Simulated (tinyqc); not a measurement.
Modulation-doped quantum well, Poisson-Schroedinger loop: two steps of the calculation.

A well of width L centred at z = 0 between barriers Vb; effective-mass electrons, parabolic bands. The electrons come from donor sheets outside the mesh, a share fL of Ns on the left and the rest on the right, so the structure is neutral. Energies are counted from the band edge of the well, with U = 0 on the first node in the Hartree part.

Inputs (values chosen for the exercise); material values close to those of GaN in AlGaN:
```
symbol,value,unit,meaning
T,77,K,temperature
md,0.199,m0,in-plane mass
eps_r,9.63,,relative permittivity (all layers)
hz,1.2,nm,mesh step
Ns,1.4e12,cm^-2,sheet density of electrons
fL,0.7,,share of the donors on the left side
a,0.5,,mixing factor
```

Constants: q = 1.602176634e-19 C, kB = 1.380649e-23 J/K, hbar = 1.054571817e-34 J s, m0 = 9.1093837015e-31 kg, Vt = kB T/q, eps0 = 8.8541878128e-14 F/cm where lengths are in cm, hbar^2/(2 m0) = 0.0380998212 eV nm^2. Results are converted to the units shown.

Task 1. Density, output potential and mixing. n_i = sum_k N_k |psi_k|^2 (converted to cm^-3). Hartree part by Gauss: on the interval after node i the enclosed sheet charge is S_i = fL Ns - hz sum_(j<=i) n_j, and U_(i+1) = U_i + q S_i hz/(eps0 eps_r) in eV, U_1 = 0. Mixing: U(new) = U + a (U(out) - U).

```
node	z (nm)	self-consistent potential U at the start (eV)	|psi|^2 of E1 (1/nm)	|psi|^2 of E2 (1/nm)
1	-9.6	0	0.00000003	0.00000015
2	-8.4	0	0.00000096	0.00000461
3	-7.2	0	0.00003008	0.00012785
4	-6	0	0.00093980	0.00354021
5	-4.8	0	0.02434305	0.08148460
6	-3.6	0	0.06399181	0.15146891
7	-2.4	0	0.10802993	0.13246485
8	-1.2	0	0.14198386	0.04757548
9	0	0	0.15469430	0.00000000
10	1.2	0	0.14198386	0.04757548
11	2.4	0	0.10802993	0.13246485
12	3.6	0	0.06399181	0.15146891
13	4.8	0	0.02434305	0.08148460
14	6	0	0.00093980	0.00354021
15	7.2	0	0.00003008	0.00012785
16	8.4	0	0.00000096	0.00000461
17	9.6	0	0.00000003	0.00000015
```

N_k (cm^-2): E1 1.3579718e12, E2 4.2028216e10

Give: n; U(out); U after round 1.

Result 1.

```
node	n (1e18 cm^-3)	U(out) (eV)	U after round 1 (eV)
1	0.0000	0.00000	0.000000
2	0.0000	0.02210	0.011049
3	0.0005	0.04419	0.022097
4	0.0143	0.06629	0.033146
5	0.3648	0.08835	0.044174
6	0.9327	0.10942	0.054710
7	1.5227	0.12797	0.063983
8	1.9481	0.14239	0.071196
9	2.1007	0.15155	0.075774
10	1.9481	0.15502	0.077510
11	1.5227	0.15322	0.076610
12	0.9327	0.14730	0.073650
13	0.3648	0.13886	0.069429
14	0.0143	0.12943	0.064713
15	0.0005	0.11996	0.059979
16	0.0000	0.11049	0.055244
17	0.0000	0.10102	0.050509
```

Task 2. Converged levels, occupations and centroid. Tridiagonal Hamiltonian with psi = 0 one step beyond both ends: H_ii = C (1/m_(i-1/2) + 1/m_(i+1/2))/hz^2 + V0_i + U_i, H_(i,i+1) = -C/(m_(i+1/2) hz^2), C = hbar^2/(2 m0). The lowest 2 level(s) are kept, normalised to hz sum |psi|^2 = 1.

Level k holds N_k = D_k Vt ln(1 + exp((EF - E_k)/Vt)) with D = md m0 q/(pi hbar^2) per eV (spin included); EF is fixed by sum N_k = Ns.

Solve for the levels with V0 + U, find EF, n_i = sum_k N_k |psi_k|^2 (in cm^-3); share of each level N_k/Ns; centroid sum n z/sum n.

```
node	z (nm)	fixed potential V0 (eV)	converged U (eV)
1	-9.6	0.39900000	0.00000000
2	-8.4	0.39900000	0.02209744
3	-7.2	0.39900000	0.04419457
4	-6	0.39900000	0.06628535
5	-4.8	0.00000000	0.08823227
6	-3.6	0.00000000	0.10720200
7	-2.4	0.00000000	0.12097874
8	-1.2	0.00000000	0.12924359
9	0	0.00000000	0.13270080
10	1.2	0.00000000	0.13216861
11	2.4	0.00000000	0.12828894
12	3.6	0.00000000	0.12166360
13	4.8	0.00000000	0.11310926
14	6	0.39900000	0.10367777
15	7.2	0.39900000	0.09420886
16	8.4	0.39900000	0.08473858
17	9.6	0.39900000	0.07526824
```

mass on the intervals 1/2, 3/2, ... (mean of both at an interface) (m0): 0.257  0.257  0.257  0.257  0.229  0.201  0.201  0.201  0.201  0.201  0.201  0.201  0.201  0.229  0.257  0.257  0.257  0.257

Find: levels; EF; shares; n; centroid.

Result 2.

levels (eV): E1 0.1340, E2 0.1598
EF = 0.1490 eV
shares (%): E1 92.92, E2 7.08
n, node 1 to 17 (in units of 1e18 cm^-3): 0.000  0.000  0.002  0.053  1.100  1.919  2.037  1.777  1.474  1.237  1.015  0.713  0.324  0.014  0.001  0.000  0.000
centroid = -0.9788 nm

Computed by the program tinyqc: `OMP_NUM_THREADS=1 python tinyqc.py 2140033 2140034 out.jsonl`, one thread of a shared Intel Xeon 2.30GHz, about 0.2 s for the whole run.
